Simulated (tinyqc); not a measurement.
# Solubility, supersaturation, precipitation and gettering of an impurity in a silicon-like host, step by step

A worked calculation. Computed by tinyqc, a small Python program that keeps every step. Command: `OMP_NUM_THREADS=1 python tinyqc.py 3019722 3019723 out.jsonl ripen walk`. One thread of a shared host (Intel(R) Xeon(R) Processor @ 2.30GHz), about 0.01 s of CPU time with the checks. Intermediate numbers are printed to about 6 digits and carried at full precision; extremes and crossings named in words are read from the listed rows.

The wafer was saturated at T1 and is then held at T.

Inputs (values chosen for the exercise, modelled on chromium in silicon):
```
quantity                                   value        unit
site density N0                            5e+22      1/cm^3
enthalpy of solution H                       2.8          eV
entropy of solution S                        5.1         k_B
diffusion prefactor D0                   0.00073      cm^2/s
migration energy Q                          0.79          eV
temperature of saturation T1                1350           K
anneal temperature T                        1003           K
sink density n                           8.2e+08      1/cm^3
initial sink radius r0                        18          nm
impurity density in the precipitate C_p  3.4e+22      1/cm^3
interface energy gamma                      0.69       J/m^2
anneal time t                                170           s
wafer thickness w                            775  micrometre
segregation energy E_g                      0.53          eV
segregation prefactor k_0                  0.098           -
getter layer thickness t_g                  0.35  micrometre
```

Gettering: segregation gettering in a layer.

Constants: k_B = 8.617333262e-05 eV/K; k_B = 1.380649e-23 J/K.

## Solubility, diffusivity, supersaturation

C_eq(T) = N0 exp(S/k_B - H/(k_B T)); D(T) = D0 exp(-Q/(k_B T)); C0 = C_eq(T1). Supersaturation s = C0/C_eq(T); critical radius r* = 2 gamma/(C_p k_B T ln s); barrier W* = (4 pi/3) gamma r*^2. Strain energy is left out.

C0 = 2.89067e+14 1/cm^3

C_eq(T) = 6.99359e+10 1/cm^3

D(T) = 7.83081e-08 cm^2/s

supersaturation s = 4133.31

critical radius r* = 0.351995 nm

W*/(k_B T) = 25.8598

Sinks of radius r0 are above r* and grow. The barrier is low enough for new nuclei to form. Caution: the barrier to homogeneous nucleation is below 35 k_B T for these inputs, so new precipitates would form and outnumber the fixed sinks assumed here. Caution: a critical radius of atomic size is outside the capillary model.

## Ham's law for sinks of fixed radius

tau0 = 1/(4 pi n r0 D); C_fixed(t) = C_eq + (C0 - C_eq) exp(-t/tau0). If all excess precipitates, the final radius is r_f = [r0^3 + 3 (C0 - C_eq)/(4 pi n C_p)]^(1/3), with tau_f = 1/(4 pi n r_f D).

tau0 = 688.489 s

C_fixed(t) = 2.25836e+14 1/cm^3

final radius r_f = 20.2523 nm

tau_f = 611.920 s

The sinks hardly grow, so the fixed radius is a good model.

## Growing precipitates

Growing sinks: with y = r/r_f and y0 = r0/r_f, dy/dt = (1 - y^3)/(3 tau_f y), which integrates to t/tau_f = F(y) - F(y0), F(y) = (1/2) ln[(1 + y + y^2)/(1 - y)^2] - sqrt(3) arctan[(2y + 1)/sqrt(3)]; the share of the excess left is (1 - y^3)/(1 - y0^3), and C(t) = C_eq + (C0 - C_eq) x share.

radius at t = 18.5480 nm

share of the excess left = 0.778138

C(t) with growing sinks = 2.24949e+14 1/cm^3

22.2 % of the excess has precipitated.

## Segregation into a layer on one face

k = k_0 exp(E_g/(k_B T)); in equilibrium the bulk keeps C/C0 = 1/(1 + k t_g/w). For a strong sink on one face the slowest diffusion mode has tau_w = 4 w^2/(pi^2 D), and C/C0 is estimated as c_eq + (1 - c_eq)(8/pi^2) sum over odd m up to 99 of exp(-m^2 t/tau_w)/m^2. Precipitation is left out here.

segregation coefficient k = 45.1148

equilibrium C/C0 = 0.980032

tau_w = 31085.4 s

mean C/C0 at t = 0.998939

Diffusion and capacity both matter.

## The best anneal temperature for the time t

C_eq(T) = N0 exp(S/k_B - H/(k_B T)); D(T) = D0 exp(-Q/(k_B T)); C0 = C_eq(T1). r_f = [r0^3 + 3 (C0 - C_eq)/(4 pi n C_p)]^(1/3), tau_f = 1/(4 pi n r_f D).

Dissolved share after t:
```
T (K)      C_eq/C0    tau_f (s)   C(t)/C0
608    1.75133e-13  2.32041e+05  0.999349
702    2.24488e-10  3.08115e+04  0.995107
810    1.07502e-07  5.40141e+03  0.972362
918    1.20504e-05  1.42637e+03  0.898806
1026   5.00141e-04  4.98563e+02  0.734407
1134   1.02088e-02  2.13091e+02  0.483779
1228   9.15213e-02  1.15711e+02  0.317808
1296   3.66829e-01  8.05399e+01  0.448850
```

The lowest dissolved share among these rows is 0.32 at 1228 K. Above it solubility sets the floor; below it diffusion is too slow for this time. Solubility falls with H = 2.8 eV and diffusion with Q = 0.79 eV.

Checks made by the program: radius against numerical integration (relative difference below 1e-10).
